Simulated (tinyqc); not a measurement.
# Reflectance at normal incidence against thickness

Normal incidence on air, film (n1) and substrate (N2 = n2 - i k2): r01 = (1 - n1)/(1 + n1), r12 = (n1 - N2)/(n1 + N2), amplitude (r01 + r12 X)/(1 + r01 r12 X), X = exp(-4 pi i n1 d/lam), R its squared modulus, phase from 0 to 360 degrees.

Values chosen for this exercise:

| symbol | value | unit | meaning |
|---|---|---|---|
| lam | 800 | nm | wavelength |
| n1 | 2.421 |  | index of the transparent film |
| n2 | 3.692 |  | index of the substrate |
| k2 | 0.0065 |  | extinction coefficient of the substrate |

Reflectance at normal incidence against thickness:

| d (nm) | R (%) | phase of the reflected amplitude (degrees) |
|---|---|---|
| 0 | 32.918 | 179.94 |
| 21 | 29.782 | 168.40 |
| 42 | 21.004 | 158.01 |
| 64 | 9.5994 | 155.78 |
| 85 | 5.2442 | 184.89 |
| 106 | 11.958 | 205.54 |
| 128 | 23.499 | 199.79 |
| 149 | 31.083 | 188.89 |
| 170 | 32.749 | 177.30 |

What does the table show?

R goes from 32.9 through a minimum of 5.24 (at d = 85 nm among the rows listed) to 32.7 %. At a quarter wave, d = 82.6 nm, R = 5.16 %; for a transparent substrate it would vanish for n1 = sqrt(n2) = 1.92.

Program tinyqc, `OMP_NUM_THREADS=1 python tinyqc.py 2870163 2870164 out.jsonl`; Intel Xeon 2.30GHz, shared host, one thread, about 0.01 s.
